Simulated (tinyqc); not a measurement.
# Frequency dispersion of an accumulation capacitance by border traps, distributed model: what changes with what

Traps spread evenly through the insulator exchange electrons with the semiconductor by tunnelling, with tau(x) = t0 exp(2 ka x) at depth x from the interface. The admittance per area Y seen at depth x obeys dY/dx = -Y^2/(i w eps0 eox) + q Nb ln(1 + i w tau)/tau, with Y(0) = i w Cs and w = 2 pi f; the gate sees Y(tox) = G + i w C. Working variable y = Y/(i w), in uF/cm^2. Cox = eps0 eox/tox.

Parameters, values chosen for the exercise; permittivity close to that of aluminium oxide: relative permittivity of the insulator eox = 8.65; insulator thickness tox = 7.8 nm; semiconductor capacitance in accumulation Cs = 1.2 uF/cm^2; density of border traps Nb = 2.4e19 cm^-3 eV^-1; decay constant of the wave function in the insulator ka = 3.8 1/nm; time constant of a trap at the interface t0 = 4e-11 s; frequency f = 1e6 Hz.

Constants: q = 1.602176634e-19 C, eps0 = 8.8541878128e-14 F/cm where lengths are in cm. Results are converted to the units shown.

Each table varies one quantity; the others keep the values above.

## Capacitance and loss against frequency

Cox; trap-free value 1/(1/Cox + 1/Cs); response depth d = ln(1/(w t0))/(2 ka), where w tau = 1; lumped estimate: all traps within d act as C_bt = q Nb d placed at d/2, so C = 1/{1/[1/(1/Cs + d/(2 eps0 eox)) + C_bt] + (tox - d/2)/(eps0 eox)}. C and G from a fine integration; dispersion -d C/d log10 f over C, from f times and over 1.1. For a broad spread of time constants G/w is close to -(pi/2) dC/d ln w.

The same in every row: trap-free C (uF/cm^2) = 0.5400.

Capacitance and loss against frequency:
```
f (Hz),d (nm),C (uF/cm^2),G/w (uF/cm^2),dispersion (% a decade),-(pi/2) dC/d ln w (uF/cm^2),lumped C (uF/cm^2)
10,2.605,0.7658,0.01948,3.724,0.01946,0.7414
100,2.303,0.7380,0.01864,3.698,0.01862,0.7174
1000,2.000,0.7112,0.01792,3.690,0.01790,0.6937
10000,1.697,0.6854,0.01732,3.700,0.01730,0.6703
1e5,1.394,0.6604,0.01682,3.731,0.01681,0.6470
1e6,1.091,0.6361,0.01644,3.785,0.01643,0.6238
1e7,0.7877,0.6122,0.01617,3.869,0.01616,0.6007
```

C falls from 0.7658 to 0.6122 uF/cm^2, towards the trap-free 0.5400; each decade of frequency removes ln 10/(2 ka) = 0.303 nm from the response depth. The dispersion goes from 3.72 through a minimum of 3.69 (at f = 1000 Hz among the rows listed) to 3.87 % a decade and G/w falls from 0.0195 to 0.0162 uF/cm^2. G/w stays at 1.00 times -(pi/2) dC/d ln w, the relation for a broad spread of time constants.

## Effect of the density of border traps

Same model as above.

The same in every row: d (nm) = 1.091; trap-free C (uF/cm^2) = 0.5400.

Results:
```
Nb (cm^-3 eV^-1),C (uF/cm^2),G/w (uF/cm^2),dispersion (% a decade),-(pi/2) dC/d ln w (uF/cm^2),lumped C (uF/cm^2)
1e18,0.5448,9.387e-4,0.2525,9.383e-4,0.5442
2e18,0.5495,0.001849,0.4932,0.001849,0.5482
6e18,0.5674,0.005231,1.351,0.005230,0.5639
1e19,0.5843,0.008238,2.066,0.008235,0.5786
7e19,0.7526,0.02945,5.710,0.02932,0.7264
2e20,0.9009,0.03564,5.736,0.03525,0.8587
4e20,0.9854,0.03475,5.103,0.03431,0.9339
```

Estimate the missing row, Nb = 3e19 cm^-3 eV^-1.

Computed row:
```
Nb (cm^-3 eV^-1),C (uF/cm^2),G/w (uF/cm^2),dispersion (% a decade),-(pi/2) dC/d ln w (uF/cm^2),lumped C (uF/cm^2)
3e19,0.6553,0.01911,4.268,0.01908,0.6407
```

With this row back in the table: As Nb goes from 1e18 to 4e20, C rises from 0.545 to 0.985 uF/cm^2, the dispersion goes from 0.252 through a maximum of 5.74 (at Nb = 2e20 among the rows listed) to 5.10 % a decade and G/w goes from 9.39e-4 through a maximum of 0.0356 (at Nb = 2e20 among the rows listed) to 0.0347 uF/cm^2. The lumped estimate is 0.11 % below C in the first row and 5.2 % below it in the last. The dispersion goes as Nb^(0.97) between the first two rows and Nb^(-0.17) between the last two: dense traps near the interface screen those behind them.

Numbers from tinyqc (`OMP_NUM_THREADS=1 python tinyqc.py 2202243 2202244 out.jsonl`; about 0.5 s on one thread of a shared Intel Xeon 2.30GHz).
